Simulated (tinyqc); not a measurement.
Trap density from swing and capacitance.

Problem. In an MOS structure at one bias the subthreshold swing is S = Vt ln 10 (1 + (Cd + q Dit)/Cox) and 1/C_HF = 1/Cox + 1/Cd, Cox = 3.9 eps0/EOT. Find Cd and Dit.

Inputs (values chosen for the exercise): temperature T = 350 K; equivalent oxide thickness EOT = 2.3 nm.

Constants: q = 1.602176634e-19 C, kB = 1.380649e-23 J/K, Vt = kB T/q, eps0 = 8.8541878128e-14 F/cm where lengths are in cm. Results are converted to the units shown.

S = 76.248077 mV/decade
C_HF = 35.294153 nF/cm^2

Solution. C_HF gives Cd, and the swing gives Cd + q Dit.

Cd = 36.14 nF/cm^2
Dit = 6.920e11 cm^-2 eV^-1

tinyqc, about 0.01 s, one thread, Intel Xeon 2.30GHz (shared host): `OMP_NUM_THREADS=1 python tinyqc.py 2030027 2030028 out.jsonl`
